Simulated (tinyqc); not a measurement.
# One-diode model of a solar cell: effect of the shunt resistance

J is the current delivered and Vj = V + J Rs the junction voltage. J = X JL - J01 (exp(Vj/(n1 Vt)) - 1) - Vj/Rp. The photocurrent does not depend on voltage.

Jsc at V = 0, Voc at J = 0, the maximum power point where J (1 + 2 Rs G) = G Vj with G = -dJ/dVj; FF = Vmp Jmp/(Voc Jsc); efficiency Vmp Jmp/(X Pin). Empirical fill factor without parasitics FF0 = (v - ln(v + 0.72))/(v + 1), v = Voc/(n1 Vt).

Inputs (values chosen for the exercise); values of the order met in cells of gallium arsenide: temperature T = 298.15 K; photocurrent at one sun JL = 29.5 mA/cm^2; concentration X = 1 suns; saturation current of the diode J01 = 1.9e-12 A/cm^2; ideality factor of the diode n1 = 1.66; series resistance Rs = 0 ohm cm^2; incident power at one sun Pin = 100 mW/cm^2.

Constants: q = 1.602176634e-19 C, kB = 1.380649e-23 J/K, Vt = kB T/q. Results are converted to the units shown.

The same in every row: Jsc (mA/cm^2) = 29.50.

Effect of the shunt resistance:
```
Rp (ohm cm^2)  Voc (V)  Vmp (V)  Jmp (mA/cm^2)      FF  efficiency (%)     FF0
30              0.8556   0.4425          14.75  0.2586           6.527  0.8085
100             0.9835   0.8361          20.52  0.5913           17.16  0.8267
300             0.9957   0.8613          25.51  0.7480           21.97  0.8283
1000            0.9993   0.8677          27.33  0.8044           23.72  0.8287
3000             1.000   0.8693          27.86  0.8207           24.22  0.8289
10000            1.001   0.8699          28.04  0.8264           24.39  0.8289
30000            1.001   0.8701          28.10  0.8280           24.44  0.8289
1e5              1.001   0.8701          28.11  0.8286           24.46  0.8289
```

As Rp goes from 30 to 1e5, Voc rises from 0.856 to 1.00 V, FF rises from 0.259 to 0.829 and the efficiency rises from 6.53 to 24.5 %. Voc changes by 0.0646 mV a decade between the last two rows and 245 mV between the first two. For Rp = 30, 100 the shunt carries over 0.3 of the photocurrent at open circuit, so it pulls Voc down and FF towards the 1/4 of a resistor.

Program tinyqc, `OMP_NUM_THREADS=1 python tinyqc.py 2280029 2280030 out.jsonl`; Intel Xeon 2.30GHz, shared host, one thread, about 0.01 s.
